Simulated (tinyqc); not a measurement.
Inside a calculation. Model: floating body of a partially depleted SOI transistor: body voltage and kink.

Program tinyqc, `OMP_NUM_THREADS=1 python tinyqc.py 2182206 2182207 out.jsonl`; Intel Xeon 2.30GHz, shared host, one thread, about 0.2 s. Printed values are rounded.

Source at 0 V. Channel current Ic = 2 nf K Vt^2 [F(0) - F(Vd)](1 + la Vd), F(V) = ln^2(1 + exp((Vg - VT - nf V)/(2 nf Vt))), VT = VT0 - gb Vb. Saturation voltage Vs = 2 Vt sqrt(F(0)) + 3 Vt, excess Ve = (Vd - Vs + sqrt((Vd - Vs)^2 + 0.0004 V^2))/2, multiplication M1 = Ai Ve exp(-Bl/Ve). Each junction passes D(v) = J1 (exp(v/Vt) - 1) + J2 (exp(v/(2 Vt)) - 1). Bipolar current Ib = bb J1 (exp(Vb/Vt) - 1). The body settles where M1 (Ic + Ib) = D(Vb) + D(Vb - Vd) + Vb/Rb; drain current Id = (1 + M1)(Ic + Ib) - D(Vb - Vd).

Values chosen for this exercise; values of the order met in partially depleted silicon-on-insulator transistors:

| symbol | value | unit | meaning |
|---|---|---|---|
| T | 330 | K | temperature |
| VT0 | 0.44 | V | threshold at zero body voltage |
| gb | 0.22 |  | fall of the threshold per volt of body voltage |
| nf | 1.19 |  | slope factor |
| K | 270 | uA/(V^2 um) | gain factor per width |
| la | 0.03 | 1/V | channel-length modulation factor |
| Ai | 3.83 | 1/V | impact-ionisation prefactor |
| Bl | 4 | V | impact-ionisation voltage |
| J1 | 9.5e-11 | uA/um | diffusion saturation current of each junction |
| J2 | 3.1e-7 | uA/um | recombination saturation current of each junction |
| bb | 0.5 |  | gain of the lateral bipolar transistor on the diffusion current |
| Rb | 1e9 | kohm um | resistance of a weak body tie to the source (1e9 stands for no tie, and the term is then dropped) |
| Vg | 0.81 | V | gate voltage |
| Vd | 1.5 | V | drain voltage |

Constants: q = 1.602176634e-19 C, kB = 1.380649e-23 J/K, Vt = kB T/q. Results are converted to the units shown.

Range of the model: The multiplication law is an empirical form chosen for the exercise; self-heating and capacitive coupling to the body are left out, and the linear laws are rough once Vb passes about 0.7 V or M1 about 0.1.

## Starting value

Vb = 0.6 V.

Vb at the start = 0.6 V

## Iteration 1: new Vb

Current into the body I_in = M1 (Ic + Ib) - D(Vb - Vd), current out I_out = D(Vb) + Vb/Rb; f = ln(I_in/I_out), s = df/dVb by central differences over 1e-5 V, Vb(new) = Vb - f/s.

Ic = 29.88002 uA/um
Ve = 0.9929062 V
M1 = 0.06768896
I_in = 2.027230 uA/um
I_out = 0.1501723 uA/um
f = 2.602642
s = -33.76076 1/V
Vb after iteration 1 = 0.6770908 V

## Iteration 2: new Vb

As before.

Ic = 31.93183 uA/um
Ve = 0.9786632 V
M1 = 0.06291876
I_in = 2.074581 uA/um
I_out = 2.126972 uA/um
f = -0.02494018
s = -33.81597 1/V
Vb after iteration 2 = 0.6763532 V

## Course of the iteration

Stop when the step is below 1e-10 V, or after 40 iterations.

Course of the iteration:
```
iteration  Vb before the step (V)  step (V)
1                             0.6    0.0771
2                       0.6770908  -7.38e-4
3                       0.6763532   2.29e-7
4                       0.6763535  2.13e-14
```

Converged in 4 iterations.

## Drain current with floating and with grounded body

converged Vb = 0.6763535 V

Id and VT at the converged Vb, Id at Vb = 0, their ratio, and the bipolar share Ib/(Ic + Ib).

VT = 0.2912022 V
Id, floating = 34.99891 uA/um
Id, grounded = 18.08654 uA/um
ratio = 1.935081
bipolar share = 3.079389 %

The body rises to 0.676 V and lowers the threshold by 149 mV.
